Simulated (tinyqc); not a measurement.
A transmission-line measurement read back: specific resistance of a metal-semiconductor contact and its transmission-line measurement. Computed by tinyqc, a small Python program. Command: `OMP_NUM_THREADS=1 python tinyqc.py 3003619 3003620 out.jsonl contact walk`. One thread of a shared host (Intel(R) Xeon(R) Processor @ 2.30GHz), about 0.01 s of CPU time with the checks.

The barrier is parabolic (depletion approximation), energies E are normal energies counted from the band edge in the neutral semiconductor (downwards for holes), and the bias is zero. xi is an input, held fixed when other inputs move.

Inputs (values chosen for the exercise, modelled on n-type 4H-SiC):
```
quantity,value,unit
tunnelling mass m,0.32,m_0
permittivity eps,9.7,-
Richardson constant A*,145,A/(cm^2 K^2)
barrier height phi_B,1.2,eV
doping N,2.8e+20,1/cm^3
"Fermi level above the band edge in the bulk, xi",0.19,eV
temperature T,300,K
sheet resistance R_sh,95,ohm
contact length d,0.2,micrometre
contact width W,12,micrometre
```

Image-force lowering: included.

Constants: hbar = 1.054571817e-34 J s; eps_0 = 8.8541878128e-12 F/m; m_0 = 9.1093837015e-31 kg; k_B = 8.617333262e-05 eV/K; e = 1.602176634e-19 C.

Method:
- E_00 = (e hbar/2) sqrt(N/(eps eps_0 m)); band bending E_b = phi_B + xi; depletion width w = sqrt(2 eps eps_0 E_b/(e^2 N)). Image lowering d_phi = (e^3 N E_b/(8 pi^2 (eps eps_0)^3))^(1/4) (E_b in volts), and E_b - d_phi replaces E_b everywhere except in w.
- WKB transmission for E < E_b, with a = E/E_b: D = exp{-(E_b/E_00) [sqrt(1 - a) - a ln((1 + sqrt(1 - a))/sqrt(a))]}; D = 1 above.
- At zero bias 1/rho_c = (e A*/k_B^2) int D(E) f(E) dE, f = 1/(1 + exp((E - xi)/k_B T)); 200 Gauss-Legendre points from 0 to E_b, and k_B T ln(1 + exp((xi - E_b)/k_B T)) for the part above the barrier; the share of tunnelling is the part below.
- Transmission-line model: transfer length L_T = sqrt(rho_c/R_sh); R_c = (R_sh L_T/W) coth(d/L_T). Limits: rho_c/(W d) for d << L_T, sqrt(rho_c R_sh)/W for d >> L_T.
- Transmission-line model: transfer length L_T = sqrt(rho_c/R_sh); R_c = (R_sh L_T/W) coth(d/L_T). Two contacts a gap s apart give R = 2 R_c + R_sh s/W. A straight-line fit gives R_sh from the slope and R_c from the intercept; the simple reading takes L_x = R_c W/R_sh as the transfer length and rho_c = R_sh L_x^2.

R_c W = 12.9387 ohm micrometre

contact resistance R_c = 1.07823 ohm

specific contact resistance rho_c = 1.49433e-08 ohm cm^2

Resistances:
```
gap s (micrometre),R (ohm)
0.14,3.265
0.27,4.294
0.54,6.431
1.10,10.865
2.20,19.573
```

L_x = 0.13620 micrometre

rho_c by the simple reading = 1.7622e-08 ohm cm^2

simple reading over true value = 1.1793

What follows from these numbers?

The simple reading is 1.18 times too high, the factor coth^2(d/L_T): it holds only for d above about 2 L_T.
